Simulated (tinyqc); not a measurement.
Inside a calculation. Method: UHF in the sto-6g basis, for BeH, spin multiplicity 2. One step of it, computed by the program tinyqc.

Task: Iteration 3: building the Fock matrix. J_ij = sum D_kl (ij|kl) with D = D(alpha) + D(beta), K_ij = sum D_kl (ik|jl) for each spin; F = H + J - K(s); E = tr D H + tr D J / 2 - 0.5 sum_s tr D(s) K(s) + E_nn.

D(alpha) after iteration 2:
```
,1Be 1s,1Be 2s,1Be 2px,1Be 2py,1Be 2pz,2H 1s
1Be 1s,1.060851,-0.232666,0.000000,0.000000,0.076185,-0.036595
1Be 2s,-0.232666,0.923333,0.000000,0.000000,-0.349347,0.009852
1Be 2px,0.000000,0.000000,0.000000,0.000000,0.000000,0.000000
1Be 2py,0.000000,0.000000,0.000000,0.000000,0.000000,0.000000
1Be 2pz,0.076185,-0.349347,0.000000,0.000000,0.322437,0.306113
2H 1s,-0.036595,0.009852,0.000000,0.000000,0.306113,0.504902
```

D(beta) after iteration 2:
```
,1Be 1s,1Be 2s,1Be 2px,1Be 2py,1Be 2pz,2H 1s
1Be 1s,1.029943,-0.105516,0.000000,0.000000,-0.043739,-0.100619
1Be 2s,-0.105516,0.396309,0.000000,0.000000,0.145507,0.298830
1Be 2px,0.000000,0.000000,0.000000,0.000000,0.000000,0.000000
1Be 2py,0.000000,0.000000,0.000000,0.000000,0.000000,0.000000
1Be 2pz,-0.043739,0.145507,0.000000,0.000000,0.053449,0.109822
2H 1s,-0.100619,0.298830,0.000000,0.000000,0.109822,0.225770
```

core Hamiltonian H = T + V (hartree):
```
,1Be 1s,1Be 2s,1Be 2px,1Be 2py,1Be 2pz,2H 1s
1Be 1s,-8.313013,-1.951605,0.000000,0.000000,-0.016366,-0.447365
1Be 2s,-1.951605,-2.428994,0.000000,0.000000,-0.136191,-1.047234
1Be 2px,0.000000,0.000000,-1.952897,0.000000,0.000000,0.000000
1Be 2py,0.000000,0.000000,0.000000,-1.952897,0.000000,0.000000
1Be 2pz,-0.016366,-0.136191,0.000000,0.000000,-2.057463,-1.124713
2H 1s,-0.447365,-1.047234,0.000000,0.000000,-1.124713,-1.931467
```

Two-electron integrals (ij|kl) in chemists' order, unique and non-zero (hartree):
```
i,j,k,l,(ij|kl)
1,1,1,1,2.299996
2,1,1,1,0.361879
2,1,2,1,0.071926
2,2,1,1,0.570332
2,2,2,1,0.139654
2,2,2,2,0.417773
3,1,3,1,0.015252
3,2,3,1,0.022555
3,2,3,2,0.092340
3,3,1,1,0.570332
3,3,2,1,0.139654
3,3,2,2,0.417773
3,3,3,3,0.450117
4,1,4,1,0.015252
4,2,4,1,0.022555
4,2,4,2,0.092340
4,3,4,3,0.024258
4,4,1,1,0.570332
4,4,2,1,0.139654
4,4,2,2,0.417773
4,4,3,3,0.401601
4,4,4,4,0.450117
5,1,5,1,0.015252
5,2,5,1,0.022555
5,2,5,2,0.092340
5,3,5,3,0.024258
5,4,5,4,0.024258
5,5,1,1,0.570332
5,5,2,1,0.139654
5,5,2,2,0.417773
5,5,3,3,0.401601
5,5,4,4,0.401601
5,5,5,5,0.450117
6,1,1,1,0.083966
6,1,2,1,0.016204
6,1,2,2,0.031326
6,1,3,3,0.031067
6,1,4,4,0.031067
6,1,5,1,0.001603
6,1,5,2,0.003105
6,1,5,5,0.031843
6,1,6,1,0.003861
6,2,1,1,0.198110
6,2,2,1,0.049259
6,2,2,2,0.159980
6,2,3,3,0.153990
6,2,4,4,0.153990
6,2,5,1,0.006878
6,2,5,2,0.040199
6,2,5,5,0.171960
6,2,6,1,0.012263
6,2,6,2,0.090649
6,3,3,1,0.004794
6,3,3,2,0.021710
6,3,5,3,0.007007
6,3,6,3,0.008402
6,4,4,1,0.004794
6,4,4,2,0.021710
6,4,5,4,0.007007
6,4,6,4,0.008402
6,5,1,1,0.211927
6,5,2,1,0.053371
6,5,2,2,0.181163
6,5,3,3,0.170523
6,5,4,4,0.170523
6,5,5,1,0.011135
6,5,5,2,0.062693
6,5,5,5,0.202442
6,5,6,1,0.013953
6,5,6,2,0.116875
6,5,6,5,0.155701
6,6,1,1,0.364737
6,6,2,1,0.092546
6,6,2,2,0.335294
6,6,3,3,0.311096
6,6,4,4,0.311096
6,6,5,1,0.015322
6,6,5,2,0.114594
6,6,5,5,0.383689
6,6,6,1,0.023861
6,6,6,2,0.240686
6,6,6,5,0.329583
6,6,6,6,0.774999
```

nuclear repulsion = 1.46789795 hartree

Give: Coulomb J; exchange K(alpha); exchange K(beta); F(alpha); F(beta); total energy of this density.

Result:

Coulomb J (hartree):
```
,1Be 1s,1Be 2s,1Be 2px,1Be 2py,1Be 2pz,2H 1s
1Be 1s,6.0731,1.0827,0.0000,0.0000,0.0161,0.2523
1Be 2s,1.0827,2.2922,0.0000,0.0000,0.1237,0.9664
1Be 2px,0.0000,0.0000,2.2560,0.0000,0.0000,0.0000
1Be 2py,0.0000,0.0000,0.0000,2.2560,0.0000,0.0000
1Be 2pz,0.0161,0.1237,0.0000,0.0000,2.3647,1.1360
2H 1s,0.2523,0.9664,0.0000,0.0000,1.1360,2.2234
```

exchange K(alpha) (hartree):
```
,1Be 1s,1Be 2s,1Be 2px,1Be 2py,1Be 2pz,2H 1s
1Be 1s,2.3400,0.3729,0.0000,0.0000,0.0009,0.0921
1Be 2s,0.3729,0.4968,0.0000,0.0000,-0.0350,0.2861
1Be 2px,0.0000,0.0000,0.1074,0.0000,0.0000,0.0000
1Be 2py,0.0000,0.0000,0.0000,0.1074,0.0000,0.0000
1Be 2pz,0.0009,-0.0350,0.0000,0.0000,0.4391,0.3558
2H 1s,0.0921,0.2861,0.0000,0.0000,0.3558,0.6488
```

exchange K(beta) (hartree):
```
,1Be 1s,1Be 2s,1Be 2px,1Be 2py,1Be 2pz,2H 1s
1Be 1s,2.3158,0.3679,0.0000,0.0000,0.0013,0.0862
1Be 2s,0.3679,0.3301,0.0000,0.0000,0.1794,0.3012
1Be 2px,0.0000,0.0000,0.0643,0.0000,0.0000,0.0000
1Be 2py,0.0000,0.0000,0.0000,0.0643,0.0000,0.0000
1Be 2pz,0.0013,0.1794,0.0000,0.0000,0.1864,0.2595
2H 1s,0.0862,0.3012,0.0000,0.0000,0.2595,0.4648
```

F(alpha) (hartree):
```
,1Be 1s,1Be 2s,1Be 2px,1Be 2py,1Be 2pz,2H 1s
1Be 1s,-4.5799,-1.2418,0.0000,0.0000,-0.0012,-0.2871
1Be 2s,-1.2418,-0.6336,0.0000,0.0000,0.0225,-0.3669
1Be 2px,0.0000,0.0000,0.1957,0.0000,0.0000,0.0000
1Be 2py,0.0000,0.0000,0.0000,0.1957,0.0000,0.0000
1Be 2pz,-0.0012,0.0225,0.0000,0.0000,-0.1318,-0.3445
2H 1s,-0.2871,-0.3669,0.0000,0.0000,-0.3445,-0.3569
```

F(beta) (hartree):
```
,1Be 1s,1Be 2s,1Be 2px,1Be 2py,1Be 2pz,2H 1s
1Be 1s,-4.5557,-1.2367,0.0000,0.0000,-0.0016,-0.2813
1Be 2s,-1.2367,-0.4669,0.0000,0.0000,-0.1919,-0.3820
1Be 2px,0.0000,0.0000,0.2388,0.0000,0.0000,0.0000
1Be 2py,0.0000,0.0000,0.0000,0.2388,0.0000,0.0000
1Be 2pz,-0.0016,-0.1919,0.0000,0.0000,0.1208,-0.2482
2H 1s,-0.2813,-0.3820,0.0000,0.0000,-0.2482,-0.1729
```

total energy of this density = -15.076040 hartree
